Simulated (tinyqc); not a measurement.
Which substrate gives the strongest standing wave: standing waves and exposure in a photoresist film.

Inputs chosen for the exercise: lam = 248 nm (vacuum wavelength); n1 = 1.774 (resist index); A = 0.05 1/micrometre (bleachable absorption (Dill A)); B = 0.48 1/micrometre (fixed absorption (Dill B)).

r12 = (N1 - Ns)/(N1 + Ns) with N1 = n1 + i (A + B) lam/(4 pi), lam in micrometres, and Ns = ns + i ks chosen for the exercise, each substrate thick; contrast 2|r|/(1 + |r|^2); the intensity at the interface relative to the forward wave is |1 + r12|^2.

Results:

| case | ns | ks | \|r12\|^2 | contrast | phase (degrees) | \|1 + r12\|^2 |
|---|---|---|---|---|---|---|
| near Si3N4 | 2.319 | 0.005 | 0.0177 | 0.262 | 179.2 | 0.751 |
| near Cu | 1.490 | 1.759 | 0.2276 | 0.777 | -109.2 | 0.913 |
| near Si | 1.554 | 3.465 | 0.5175 | 0.948 | -132.6 | 0.544 |
| near polySi | 1.709 | 2.750 | 0.3802 | 0.893 | -127.0 | 0.637 |
| near W | 3.382 | 2.831 | 0.3041 | 0.846 | -148.5 | 0.363 |

The strongest reflector is the case near Si (0.517) and the weakest near Si3N4 (0.0177). The intensity at the interface depends on the phase too: it is lowest for the case near W (0.363, phase -149 degrees) and highest for near Cu (0.913); a strong reflector with a phase of 180 degrees would put a node there.

(tinyqc, `OMP_NUM_THREADS=1 python tinyqc.py 1651333 1651334 out.jsonl`, Intel(R) Xeon(R) Processor @ 2.30GHz, 1 thread, shared host, about 0.01 s.)
